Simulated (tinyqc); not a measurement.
Valley-orbit splitting of a donor ground state, with strain: one step, computed by the program tinyqc.

The basis is the 1s envelope in each valley; energies are counted from the unstrained conduction-band edge. The strain is e_s (a a^T - 1/3) for the unit stress axis a, so valley j along n_j moves by Xi_u e_s w_j with w_j = (n_j.a)^2 - 1/3: +1/6 for x and y, -1/3 for z. The splitting at the zone boundary that a [110] shear adds for <100> valleys is left out.

Task: Populations and ionisation. H_jj = -(E_0 + Lambda) + Xi_u e_s w_j; H_jk = -Delta_2 between opposite valleys and -Delta_1 between perpendicular ones. z = sum over levels of exp(-(E - E_ground)/k_B T), the ground-state share being 1/z; N_c = 2 (2 pi m_e k_B T/h^2)^(3/2) sum_j exp(-(shift_j - lowest shift)/k_B T); n1 = N_c/(2 z) exp(-binding/k_B T), binding = lowest shift - E_ground; without compensation n = 2 N_D/(1 + sqrt(1 + 4 N_D/n1)) (Boltzmann statistics; p and higher states left out).

Inputs (values chosen for the exercise, modelled on donors in silicon):
```
quantity                                     value   unit
single-valley binding energy E_0              31.8    meV
central-cell shift Lambda                     5.94    meV
coupling Delta_1                              4.17    meV
coupling Delta_2                              2.67    meV
shear deformation potential Xi_u               8.4     eV
shear strain e_s                          -0.00028      -
temperature T                                   10      K
donor density N_D                            2e+15  cm^-3
density-of-states mass of one valley m_e      0.32    m_0
```

Valleys: six along <100>. Stress axis: [110].

Constants: k_B = 8.617333262e-05 eV/K; m_0 = 9.1093837015e-31 kg; k_B = 1.380649e-23 J/K; h = 6.62607015e-34 J s.

Give: partition sum z; share of neutral donors in the ground state; N_c; n1; free electrons n.

Result:

partition sum z = 1

share of neutral donors in the ground state = 1.0000

N_c = 1.247e+17 cm^-3

n1 = 1.638e-12 cm^-3

free electrons n = 57.23 cm^-3
